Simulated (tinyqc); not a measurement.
# Space-charge-limited current through a thin insulating or semi-insulating film with traps, step by step

A worked calculation. Computed by tinyqc, a small Python program that keeps every step. Command: `OMP_NUM_THREADS=1 python tinyqc.py 3004954 3004955 out.jsonl sclc walk`. One thread of a shared host (Intel(R) Xeon(R) Processor @ 2.30GHz), about 0.01 s of CPU time with the checks. Intermediate numbers are printed to about 7 digits and carried at full precision; extremes and crossings named in words are read from the listed rows.

One ohmic injecting contact at x = 0 (field zero), drift only, non-degenerate free carriers.

Inputs (values chosen for the exercise, modelled on semi-insulating GaN): permittivity eps = 9.7; band mobility mu = 400 cm^2/(V s); effective density of states N_c = 2.4e+18 1/cm^3; trap density N_t = 4.9e+17 1/cm^3; equilibrium Fermi level below the band edge, E_0 = 0.6 eV; thickness d = 79 nm; free density at the anode, in units of N_c = 1.7e-05; temperature T = 350 K; characteristic temperature T_c = 1600 K.

Traps: exponential tail.

Constants: k_B = 8.617333262e-05 eV/K; e = 1.602176634e-19 C; eps_0 = 8.8541878128e-12 F/m.

## Equilibrium and landmark voltages

Free density n_0 = N_c exp(-E_0/k_B T) in equilibrium; trapped density n_t(n) = N_t (n/N_c)^(T/T_c) (the low-temperature form). theta = n/(n + n_t) at the anode density; trap-filled-limit voltage V_TFL = e (N_t - n_t(n_0)) d^2/(2 eps eps_0).

n_0 = 5.502898e+09 1/cm^3

n_t(n_0) = 6.313632e+15 1/cm^3

theta = 9.191873e-04

V_TFL = 2.815645 V

## One point of the curve

J = e mu n F and (eps eps_0/e) dF/dx = n - n_0 + n_t(n) - n_t(n_0) = rho(n). With F = J/(e mu n): d = (eps eps_0 J/(e^2 mu)) I_1 and V = (eps eps_0 J^2/(e^3 mu^2)) I_2, I_k = int_(n_L)^infinity dn/(n^(k+1) rho(n)), n_L the density at the anode; with u = n_L/n, 200 Gauss-Legendre points in t, u = 1 - (1 - t)^2. Anode field J/(e mu n_L); Mott-Gurney current (9/8) eps eps_0 mu V^2/d^3; ohmic current e n_0 mu V/d.

I_1 = 5.145883e-31 cm^6

I_2 = 7.004402e-45 cm^9

current density J = 183.5386 A/cm^2

voltage V = 0.3079607 V

anode field over mean field V/d = 1.800648

trap-free Mott-Gurney current = 74343.38 A/cm^2

ohmic current = 0.01374770 A/cm^2

J is 0.00247 times the trap-free law and 13400 times the ohmic current; theta is 9.19e-4. The field ratio is 1 for ohmic flow, 3/2 for the square law and 2 for a uniform fixed charge; here 1.80. Caution: mu V/d exceeds 1e7 cm/s, so velocity saturation would limit the current.

## The whole curve

The last column is d ln J/d ln V up to the next row.

Current against voltage:
```
n_L (1/cm^3)         V (V)    J (A/cm^2)     slope
5.80e+09      5.164882e-03  3.093682e-04  2.046395
2.80e+10      2.996600e-02  1.129896e-02  3.360556
1.40e+11      6.037367e-02  1.189550e-01  4.053319
6.90e+11      1.024336e-01  1.013921e+00  4.510929
3.40e+12      1.618065e-01  7.973787e+00  4.818811
1.70e+13      2.470031e-01  6.122254e+01  5.004119
8.30e+13      3.672603e-01  4.456345e+02  5.043837
4.10e+14      5.449802e-01  3.262320e+03  4.836729
2.00e+15      8.217480e-01  2.377909e+04  4.251125
9.90e+15      1.334000e+00  1.865111e+05  3.394158
4.90e+16      2.554885e+00  1.692735e+06  2.662711
2.40e+17      6.447994e+00  1.991318e+07         -
```

The slope starts at 2.05, peaks at 5.0 between 0.367 and 0.545 V and ends at 2.66. Rows below 0.30 V (10 k_B T/e) are formal, since diffusion from the contact rules there. Self-heating is left out, although J V exceeds 1e5 W/cm^2 at the last row. The last rows ignore velocity saturation (mu V/d above 1e7 cm/s). An exponential tail gives the power law T_c/T + 1 = 5.57, which the middle rows approach.

Checks made by the program: trap-free limit against the Mott-Gurney law (relative difference 5e-08).
